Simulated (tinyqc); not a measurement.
# Sheet resistance and contact resistivity from two gaps

Inverse problem. A circular structure with r0 >> Lt has R = (Rsh/2 pi) [Lt (1/r0 + 1/r1) + ln(r1/r0)], r1 = r0 + sp, Lt = sqrt(rc/Rsh). Find Rsh, Lt and rc.

Values chosen for this exercise:
```
symbol,value,unit,meaning
r0,0.43,um,radius of the inner contact
```

R at sp = 0.086 and 0.39 um (ohm): [68.305183, 190.43183]

Answer. R is linear in Rsh and Rsh Lt, so two gaps give both.

Rsh = 1.70e3 ohm/sq
Lt = 0.0164 um
rc = 4.60e-9 ohm cm^2

Program tinyqc, `OMP_NUM_THREADS=1 python tinyqc.py 2760065 2760066 out.jsonl`; Intel Xeon 2.30GHz, shared host, one thread, about 0.01 s.
